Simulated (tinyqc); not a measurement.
Worked calculation: Hubbard chain of 2 sites. One step of it, computed by the program tinyqc.

Problem. Mean-field iteration 1. H(up) = T + U n(down), H(down) = T + U n(up); fill the lowest levels; n(new) = n + mixing (n(out) - n); E = tr T (rho up + rho down) + U sum n_up n_down of the output.

one-body matrix (hopping and site energies) (eV), order 1, 2:
$$\begin{pmatrix}
-0.210000 & -1.340000 \\
-1.340000 & -0.560000
\end{pmatrix}$$

U = 10.800000 eV

electrons, up and down: [1, 1]

mixing = 0.200000

n(up) at the start (a guess, not normalised): 1 0.800000, 2 0.200000

n(down) at the start (a guess): 1 0.200000, 2 0.800000

Give: levels, up; levels, down; energy; n(up) after iteration 1; n(down) after iteration 1.

Solution.

levels, up (eV): [1.6699, 8.3601]

levels, down (eV): [1.3465, 8.6835]

energy = -1.0047 eV

n(up) after iteration 1: 1 0.8316, 2 0.1684

n(down) after iteration 1: 1 0.1669, 2 0.8331
